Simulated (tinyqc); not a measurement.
Worked calculation: Hubbard chain of 6 sites. One step of it, computed by the program tinyqc.

Task: Mean-field iteration 2. H(up) = T + U n(down), H(down) = T + U n(up); fill the lowest levels; n(new) = n + mixing (n(out) - n); E = tr T (rho up + rho down) + U sum n_up n_down of the output.

one-body matrix (hopping and site energies) (eV):
```
           1          2          3          4          5          6
1   0.000000  -1.320000   0.000000   0.000000   0.000000   0.000000
2  -1.320000   0.000000  -1.320000   0.000000   0.000000   0.000000
3   0.000000  -1.320000   0.000000  -1.320000   0.000000   0.000000
4   0.000000   0.000000  -1.320000   0.000000  -1.320000   0.000000
5   0.000000   0.000000   0.000000  -1.320000   0.000000  -1.320000
6   0.000000   0.000000   0.000000   0.000000  -1.320000   0.000000
```

U = 8.500000 eV

electrons, up and down: 3  3

mixing = 1

n(up) after iteration 1: 1 0.950700, 2 0.091712, 3 0.913965, 4 0.086035, 5 0.908288, 6 0.049300

n(down) after iteration 1: 1 0.049300, 2 0.908288, 3 0.086035, 4 0.913965, 5 0.091712, 6 0.950700

Give: levels, up; levels, down; energy; n(up) after iteration 2; n(down) after iteration 2.

Result:

levels, up (eV): -0.049  0.256  0.592  7.908  8.244  8.549

levels, down (eV): -0.049  0.256  0.592  7.908  8.244  8.549

energy = -2.000 eV

n(up) after iteration 2: 1 0.972, 2 0.055, 3 0.946, 4 0.054, 5 0.945, 6 0.028

n(down) after iteration 2: 1 0.028, 2 0.945, 3 0.054, 4 0.946, 5 0.055, 6 0.972
